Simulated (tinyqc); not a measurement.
Inside a calculation. Model: nucleation and growth of vacancy voids in a cooling silicon-like crystal. Computed by tinyqc, a small Python program that keeps every step. Command: `OMP_NUM_THREADS=1 python tinyqc.py 3012251 3012252 out.jsonl voids walk`. One thread of a shared host (Intel(R) Xeon(R) Processor @ 2.30GHz), about 0.9 s of CPU time with the checks. Intermediate numbers are printed to about 5 digits and carried at full precision; extremes and crossings named in words are read from the listed rows.

Spherical voids; vacancies are lost only to voids.

Inputs (values chosen for the exercise, for a model crystal):
```
quantity                                    value    unit
vacancy density at the melting point C_m  6.8e+14  1/cm^3
formation energy E_f                         4.22      eV
melting point T_m                            1685       K
diffusion prefactor D0                    0.00041  cm^2/s
migration energy E_m                         0.37      eV
site density rho                            5e+22  1/cm^3
void surface energy gamma                   0.885   J/m^2
cooling rate q                                 29   K/min
ratio (V/G)/xi_c                              1.9       -
limit of the excess at high V/G           2.1e+14  1/cm^3
temperature of the worked step T             1380       K
temperature step                            0.125       K
```

Vacancy supply: from V/G.

Constants: k_B = 8.617333262e-05 eV/K; k_B = 1.380649e-23 J/K; e = 1.602176634e-19 C.

## Vacancy excess

C = C_x (u - 1)/(u + 0.2) with u = (V/G)/xi_c, a form chosen for the exercise.

initial excess C = 9.00e+13 1/cm^3

## Nucleation rate at T with the initial excess

C_e = C_m exp[-(E_f/k_B)(1/T - 1/T_m)]; D = D0 exp(-E_m/(k_B T)); f = k_B T ln(C/C_e); r* = 2 gamma/(rho f); W* = 16 pi gamma^3/(3 rho^2 f^2); Z = f/sqrt(12 pi W* k_B T); I = rho Z (4 pi r* D C) exp(-W*/(k_B T)).

C_e = 1.1038e+12 1/cm^3

D = 1.8262e-05 cm^2/s

driving force f = 0.52337 eV

critical radius r* = 0.42217 nm

W*/(k_B T) = 34.677

rate I = 4.6226e+09 1/(cm^3 s)

Cooling by 10 K multiplies I by 22: nucleation switches on within a narrow range of temperature.

## Cooling through the nucleation range

March down from 1500 K in steps dT, dt = dT/q, with values at the upper end of each step: a class of I dt voids is born with r*; then all classes grow by r^2 += 2 D (C - C_e) dt/rho; C falls by the vacancies added to voids. Stop at 1150 K. T_n is the T of the largest I, N the final count (classes under 1e-6 /cm^3 are dropped), and the mean radius the number average.

Rows around the peak of I:
```
T (K)  C (1/cm^3)  C_e (1/cm^3)  I (1/(cm^3 s))  voids (1/cm^3)  mean radius (nm)
1424   9.0000e+13    3.3044e+12      2.1741e+00      5.9337e+00             4.123
1414   9.0000e+13    2.5910e+12      1.3355e+03      4.4195e+03             4.449
1404   8.9956e+13    2.0246e+12      2.7754e+05      1.1058e+06             4.784
1399   8.9453e+13    1.7873e+12      2.5546e+06      1.1834e+07             5.023
1396   8.7895e+13    1.6578e+12      6.5326e+06      3.8758e+07             5.351
1394   8.5384e+13    1.5764e+12      8.2612e+06      7.0086e+07             5.797
1392   8.1108e+13    1.4988e+12      6.4214e+06      1.0194e+08             6.539
1390   7.5151e+13    1.4248e+12      2.8820e+06      1.2151e+08             7.566
1388   6.8158e+13    1.3543e+12      7.8013e+05      1.2870e+08             8.705
1385   5.7201e+13    1.2547e+12      4.9535e+04      1.3056e+08            10.209
1382   4.6897e+13    1.1620e+12      1.3439e+03      1.3065e+08            11.328
```

temperature of peak nucleation T_n = 1394 K

void density N = 1.3065e+08 1/cm^3

mean radius = 14.729 nm

vacancies left at 1150 K = 2.4598e+09 1/cm^3

I rises as supersaturation builds and collapses once the first voids have drawn C down by 5 % at the peak. Nearly all the excess then goes into these voids: [3 C/(4 pi rho N)]^(1/3) = 14.9 nm.

## Cooling rate

The formulas are those given above.

At fixed C:
```
q (K/min)   T_n (K)  N (1/cm^3)  mean radius (nm)
2.9        1405.875  4.4277e+06            45.608
7.2        1401.500  1.6872e+07            29.179
14.0       1398.000  4.4842e+07            21.052
29.0       1394.000  1.3065e+08            14.729
58.0       1389.875  3.6095e+08            10.489
120.0      1385.250  1.0450e+09             7.353
290.0      1379.250  3.7716e+09             4.789
```

Over the rows N goes as q^1.47 and the radius as q^-0.49, near the 3/2 and -1/2 of the scaling argument (depletion time 1/(4 pi N r D) equal to the time in the nucleation range, at fixed N r^3). T_n drops only 27 K for a factor 100 in q. Fast cooling gives many small voids, which an anneal can dissolve.

## Vacancy excess varied

The formulas are those given above.

At fixed q:
```
C (1/cm^3)   T_n (K)  N (1/cm^3)  mean radius (nm)
3.60e+13    1347.375  2.4740e+08             8.761
5.40e+13    1367.750  1.8660e+08            11.023
9.00e+13    1394.000  1.3065e+08            14.729
1.40e+14    1417.250  9.5939e+07            18.928
2.20e+14    1441.750  6.9932e+07            24.465
```

More vacancies nucleate earlier (T_n rises by 94 K) and give fewer, larger voids: N goes as C^-0.70 and the radius as C^0.57, steeper than the -1/2 and +1/2 of the scaling argument at fixed D, because D rises with T_n.

Checks made by the program: Z against the curvature of W(n) (relative difference below 1e-10); N against a run with half the step (relative difference 1e-03).
